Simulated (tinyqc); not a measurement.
## Doping from the ideality factor

Problem. For thermionic-field emission over a Schottky barrier the ideality factor is n = u coth(u) with u = E00/Vt and E00 = (hbar/2) sqrt(Nd/(me m0 eps0 eps_r)) in SI units (volts). Find u, E00 and Nd.

Parameters, values chosen for the exercise; band and dielectric values close to those of 4H silicon carbide: temperature T = 300 K; electron mass me = 0.365 m0; relative permittivity eps_r = 9.71.

Constants: q = 1.602176634e-19 C, kB = 1.380649e-23 J/K, eps0 = 8.8541878128e-12 F/m, hbar = 1.054571817e-34 J s, m0 = 9.1093837015e-31 kg, Vt = kB T/q. Results are converted to the units shown.

n = 1.0905139

Answer. u coth(u) rises steadily from 1, so n fixes u; the definition of E00 then gives Nd.

u = 0.5258
E00 = 13.59 meV
Nd = 1.900e18 cm^-3

Program tinyqc, `OMP_NUM_THREADS=1 python tinyqc.py 2640095 2640096 out.jsonl`; Intel Xeon 2.30GHz, shared host, one thread, about 0.04 s.
